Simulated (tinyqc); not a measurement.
Nucleation and growth against temperature: classical nucleation, growth and JMAK kinetics of crystallisation from a melt or glass. Computed by tinyqc, a small Python program. Command: `OMP_NUM_THREADS=1 python tinyqc.py 3008771 3008772 out.jsonl nucl walk`. One thread of a shared host (Intel(R) Xeon(R) Processor @ 2.30GHz), about 0.01 s of CPU time with the checks.

A spherical nucleus cap on a flat wall with a sharp interface of isotropic energy gamma; lambda = Omega^(1/3) is the jump distance.

Inputs (values chosen for the exercise, for a model substance):
```
quantity                       value        unit
melting point T_m               1420           K
heat of melting per volume H     700      J/cm^3
interface energy gamma        0.0978       J/m^2
atomic volume Omega               30  angstrom^3
diffusion prefactor D0         3e-07       m^2/s
activation energy Q             2.67          eV
contact angle theta               85     degrees
wall area per volume S_v      450000         1/m
```

Nucleation: on a flat wall. Driving force: Turnbull (linear).

Constants: k_B = 1.380649e-23 J/K; k_B = 8.617333262e-05 eV/K.

Method:
- Driving force per volume: dG = H (T_m - T)/T_m.
- Shape factor f = (2 + cos theta)(1 - cos theta)^2/4.
- W(r) = f [4 pi r^2 gamma - (4/3) pi r^3 dG]; r* = 2 gamma/dG; W* = f 16 pi gamma^3/(3 dG^2); n* = f (4/3) pi r*^3/Omega.
- D = D0 exp(-Q/(k_B T)); attachment rate k+ = (A*/lambda^2) D/lambda^2 with A* = 2 pi r*^2 (1 - cos theta); Zeldovich factor Z = sqrt(W*/(3 pi k_B T))/n*; sites per volume N = S_v/lambda^2; I = N Z k+ exp(-W*/(k_B T)); lag time = 1/(4 pi Z^2 k+).
- Growth (Wilson-Frenkel): u = (D/lambda) [1 - exp(-dG Omega/(k_B T))].
- JMAK with steady nucleation and growth, nuclei spread at random: extended fraction X_e = (pi/3) I u^3 t^4, X = 1 - exp(-X_e); t_X = [-3 ln(1 - X)/(pi I u^3)]^(1/4); final grains per volume = Gamma(5/4) (3/pi)^(1/4) (I/u)^(3/4), Gamma(5/4) = 0.9064024771.
- Grain size = (grains per volume)^(-1/3). Rows are kept where W*/(k_B T) < 70.

Rates:
```
T (K)  W*/(k_B T)  I (1/(m^3 s))     u (m/s)   t_0.5 (s)  grain size (micrometre)
710         5.675     7.5315e+15  7.0821e-17  1.2542e+08               1.0214e-02
781         6.369     1.8950e+17  3.3227e-15  3.1238e+06               1.1936e-02
852         7.389     1.7844e+18  7.9242e-14  1.6524e+05               1.5058e-02
923         8.909     6.1521e+18  1.1162e-12  1.6678e+04               2.1408e-02
994        11.260     6.2121e+18  1.0311e-11  3.1398e+03               3.7232e-02
1065       15.134     9.9657e+17  6.7191e-11  1.2164e+03               9.3993e-02
1136       22.168     5.2361e+15  3.2391e-10  1.3888e+03               5.1731e-01
1207       37.092     8.3419e+09  1.1814e-09  1.4811e+04               2.0122e+01
1264       66.032     7.0089e-03  2.7030e-09  8.3157e+06               2.5849e+04
```

What follows from these numbers?

Among these rows I peaks at 994 K, u at 1264 K and the change is fastest at 1065 K, between the two. Growth has no barrier W*, so it peaks nearer T_m than nucleation. The grain size goes as (u/I)^(1/4), from 0.010 micrometre at the lowest T to 26000 at the highest. Caution: in the coldest rows the nucleus has under 20 atoms or the barrier is under 10 k_B T, where the capillary model and steady rates are only a guide. Caution: grain sizes above a centimetre mean that a sample waits for single nuclei, and the half time has no meaning there.

Extremes, crossings and ranges named in words are read from the listed rows.
